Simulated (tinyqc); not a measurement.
The decay curve: photoconductance decay in a wafer: bulk and surface recombination modes, and iron detection by pair splitting. Computed by tinyqc, a small Python program. Command: `OMP_NUM_THREADS=1 python tinyqc.py 3110383 3110384 out.jsonl pcd walk`. One thread of a shared host (Intel(R) Xeon(R) Processor @ 2.30GHz), about 0.01 s of CPU time with the checks.

Both faces of the wafer have the same S; injection is low and all coefficients are constant. x runs from -W/2 to W/2.

Inputs (values chosen for the exercise, modelled on p-type silicon): thickness W = 525 micrometre; diffusivity D = 32.3 cm^2/s; bulk lifetime tau_b without iron = 1100 microsecond; surface recombination velocity S = 21000 cm/s; absorption coefficient alpha = 25 1/cm.

Method:
- Even modes cos(a x) obey b tan b = S W/(2 D) with b = a W/2, odd modes sin(a x) obey -b cot b = S W/(2 D); each decays at the rate 1/tau_b + D a^2.
- tau_eff is the decay time of the first mode. The surface time is 1/(D a^2) of that mode; shortcuts for it are W/(2 S), W^2/(pi^2 D) and their sum, whose error is sum/surface time - 1.
- Light from one face makes n(x, 0) proportional to exp(-alpha (x + W/2)). Only even modes carry the thickness average: weight c_n = [sin b/b] int n cos(a x) dx / (int cos^2(a x) dx x mean n), with int exp(-alpha (x + W/2)) cos(a x) dx = [alpha cos b (1 - E) + a sin b (1 + E)]/(alpha^2 + a^2), E = exp(-alpha W), and int cos^2 = W/2 + sin(2 b)/(2 a).
- Mean density = sum_n c_n exp(-t/tau_n) over 60 modes; the local decay time is -1/(d ln n/dt).

W^2/(pi^2 D) = 8.64602 microsecond

tau_eff = 9.60168 microsecond

Decay:
```
t / (W^2/(pi^2 D))  t (microsecond)  mean density/start  local decay time (microsecond)
0.02                          0.173             0.93158                          3.3729
0.05                          0.432             0.87412                          4.7374
0.10                          0.865             0.80763                          6.1397
0.20                          1.729             0.71380                          7.7490
0.50                          4.323             0.53083                          9.3478
1.00                          8.646             0.33727                          9.5944
2.00                         17.292             0.13705                          9.6017
```

The local decay time goes from 3.37 to 9.60 microsecond against tau_eff = 9.60. Early on higher modes speed the decay, so a fit must start late.
